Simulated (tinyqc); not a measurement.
Gap against bias: four-band model of biased bilayer graphene near K.

Basis A1, B1, A2, B2, with B1 below A2; p = kx + i ky, v_j = (sqrt3/2) a g_j. Diagonal -U/2, -U/2, U/2, U/2; <A1|B1> = <A2|B2> = v0 p*, <B1|A2> = g1, <A1|B2> = v3 p, <A1|A2> = <B1|B2> = -v4 p*.

Inputs chosen for the exercise (near those used for Bernal bilayer graphene; shifted at random, so the results belong to these values and not to a real crystal): a = 2.46 angstrom (lattice constant); g0 = 3.12 eV (hopping in a layer); g1 = 0.367 eV (hopping of the dimer sites); g3 = 0 eV (skew hopping A1-B2); g4 = 0 eV (skew hopping A1-A2).

Closed form for g3 = g4 = 0: gap U g1/sqrt(U^2 + g1^2), ring radius as (U/2 v0) sqrt((2 g1^2 + U^2)/(g1^2 + U^2)). Last column: lowest band 3 less highest band 2 of the full matrix on a polar grid, |k| = 0 to 0.08 in steps of 0.001 1/angstrom, angles 0, 15, 30, 45, 60 degrees.

Gap:

| U (eV) | gap (eV) | kg (1/angstrom) | gap/U | gap on the grid (eV) |
|---|---|---|---|---|
| 0.02 | 0.0200 | 0.0021 | 0.999 | 0.0200 |
| 0.05 | 0.0495 | 0.0053 | 0.991 | 0.0495 |
| 0.10 | 0.0965 | 0.0105 | 0.965 | 0.0965 |
| 0.20 | 0.1756 | 0.0200 | 0.878 | 0.1756 |
| 0.30 | 0.2323 | 0.0285 | 0.774 | 0.2323 |
| 0.40 | 0.2704 | 0.0363 | 0.676 | 0.2704 |
| 0.60 | 0.3131 | 0.0509 | 0.522 | 0.3131 |

Give the missing row, U (eV) = 0.15.

Computed row:
```
U (eV)  gap (eV)  kg (1/angstrom)  gap/U  gap on the grid (eV)
0.15      0.1389           0.0154  0.926                0.1389
```

The gap follows U while U << g1 (ratio 0.991 at 0.05 eV) and bends towards g1 = 0.367 eV, reaching 0.313 eV at 0.6. Grid and formula agree within 0.05 meV. U is the screened difference, smaller than the applied field times the layer distance.

tinyqc: `OMP_NUM_THREADS=1 python tinyqc.py 1482129 1482130 out.jsonl`; about 0.03 s, one thread, shared Intel(R) Xeon(R) Processor @ 2.30GHz.
